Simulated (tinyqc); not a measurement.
Gain against bias and Miller's formula: avalanche multiplication and breakdown of a junction from ionisation integrals. Computed by tinyqc, a small Python program. Command: `OMP_NUM_THREADS=1 python tinyqc.py 3024903 3024904 out.jsonl impact walk`. One thread of a shared host (Intel(R) Xeon(R) Processor @ 2.30GHz), about 0.01 s of CPU time with the checks.

Ionisation coefficients follow the local field. Position x runs through the depletion layer from the p side (x = 0), where electrons enter, to the n side (x = w), where holes enter. The built-in voltage is neglected.

Inputs (values chosen for the exercise, modelled on InP):
```
quantity                               value        unit
electron prefactor a_n              5.35e+06        1/cm
electron field b_n                  3.05e+06        V/cm
hole prefactor a_p                   2.1e+06        1/cm
hole field b_p                      2.37e+06        V/cm
exponent c                                 1           -
permittivity eps                        12.5           -
doping N of the lightly doped side   1.1e+16      1/cm^3
layer width W                            1.4  micrometre
```

Junction: punch-through p+ n- n+.

Constants: e = 1.602176634e-19 C; eps_0 = 8.8541878128e-12 F/m.

Method:
- alpha_n = a_n exp(-(b_n/F)^c), alpha_p = a_p exp(-(b_p/F)^c).
- Field F = F_m - e N x/(eps eps_0) over the layer, w = W, V = F_m W - e N W^2/(2 eps eps_0); valid while F > 0 at x = W.
- With Phi(x) = int_0^x (alpha_n - alpha_p) dx': 1 - 1/M_n = I_n = int_0^w alpha_n exp(-Phi) dx and M_p = M_n exp(-Phi(w)); trapezoid rule on 401 even points; breakdown at I_n = 1.
- Solve I_n(F_m) = 1.
- Miller's exponent n is defined by 1 - 1/M = (V/V_B)^n for the larger M.

breakdown voltage = 59.3306 V

critical field F_m = 0.535256 MV/cm

Gain:
```
V/V_B   V (V)  F_m (MV/cm)     M_n     M_p  Miller exponent n
0.50   29.665      0.32336   1.008   1.031             5.0477
0.60   35.598      0.36574   1.031   1.095             4.7897
0.70   41.531      0.40812   1.097   1.249             4.5258
0.80   47.464      0.45050   1.287   1.629             4.2628
0.90   53.397      0.49288   1.988   2.900             4.0136
0.95   56.364      0.51407   3.487   5.516             3.8996
0.98   58.144      0.52678   8.061  13.410             3.8359
0.99   58.737      0.53102  15.708  26.581             3.8155
```

What does the comparison show, and why?

The larger gain passes 2 between 0.800 and 0.900 of V_B and reaches 26.6 at 0.99. Miller's exponent runs from 3.8 to 5.0, so it is not a constant: a fit holds over a narrow range only. From the first row to the last the voltage grows by a factor 1.98 and the peak field by 1.64.

Extremes, crossings and ranges named in words are read from the listed rows.
